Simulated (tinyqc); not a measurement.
Specific resistance of a metal-semiconductor contact and its transmission-line measurement: one step, computed by the program tinyqc. Command: `OMP_NUM_THREADS=1 python tinyqc.py 3009844 3009845 out.jsonl contact walk`. One thread of a shared host (Intel(R) Xeon(R) Processor @ 2.30GHz), about 0.01 s of CPU time with the checks.

The barrier is parabolic (depletion approximation), energies E are normal energies counted from the band edge in the neutral semiconductor (downwards for holes), and the bias is zero. xi is an input, held fixed when other inputs move.

Task: Current crowding. Transmission-line model: transfer length L_T = sqrt(rho_c/R_sh); R_c = (R_sh L_T/W) coth(d/L_T). Limits: rho_c/(W d) for d << L_T, sqrt(rho_c R_sh)/W for d >> L_T.

Inputs (values chosen for the exercise, modelled on p-type silicon):
```
quantity               value        unit
temperature T            400           K
sheet resistance R_sh    270         ohm
contact length d       0.015  micrometre
contact width W         0.26  micrometre
```

Image-force lowering: included.

specific contact resistance rho_c = 2.599511e-09 ohm cm^2

Give: transfer length L_T; d/L_T; contact resistance R_c; R_c W; short-contact limit; long-contact limit.

Result:

transfer length L_T = 0.03103 micrometre

d/L_T = 0.4834

contact resistance R_c = 71.77 ohm

R_c W = 18.66 ohm micrometre

short-contact limit = 66.65 ohm

long-contact limit = 32.22 ohm

The contact is about one transfer length long, between the two limits. Caution: the barrier is thinner than 1.5 nm, about the spacing of dopants, so a smooth parabolic barrier and WKB are rough.
